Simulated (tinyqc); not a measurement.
Classical nucleation, growth and JMAK kinetics of crystallisation from a melt or glass: one step, computed by the program tinyqc.

A spherical nucleus cap on a flat wall with a sharp interface of isotropic energy gamma; lambda = Omega^(1/3) is the jump distance.

Problem. Critical nucleus. Driving force per volume: dG = H (T_m - T)/T_m. Shape factor f = (2 + cos theta)(1 - cos theta)^2/4. W(r) = f [4 pi r^2 gamma - (4/3) pi r^3 dG]; r* = 2 gamma/dG; W* = f 16 pi gamma^3/(3 dG^2); n* = f (4/3) pi r*^3/Omega.

Inputs (values chosen for the exercise, for a model substance): melting point T_m = 1670 K; heat of melting per volume H = 1060 J/cm^3; interface energy gamma = 0.148 J/m^2; atomic volume Omega = 28.3 angstrom^3; temperature T = 1247 K; contact angle theta = 75 degrees.

Nucleation: on a flat wall. Driving force: Turnbull (linear).

Constants: e = 1.602176634e-19 C; k_B = 1.380649e-23 J/K.

Give: driving force dG; shape factor f; critical radius r*; barrier W*; atoms in the nucleus n*; W*/(k_B T).

Solution.

driving force dG = 268.49 J/cm^3

shape factor f = 0.31022

critical radius r* = 1.1025 nm

barrier W* = 1.4589 eV

atoms in the nucleus n* = 61.526

W*/(k_B T) = 13.577

The wall leaves r* unchanged and cuts the barrier to 31.0 % of the homogeneous value. W* equals n* Omega dG/2 = 1.459 eV.
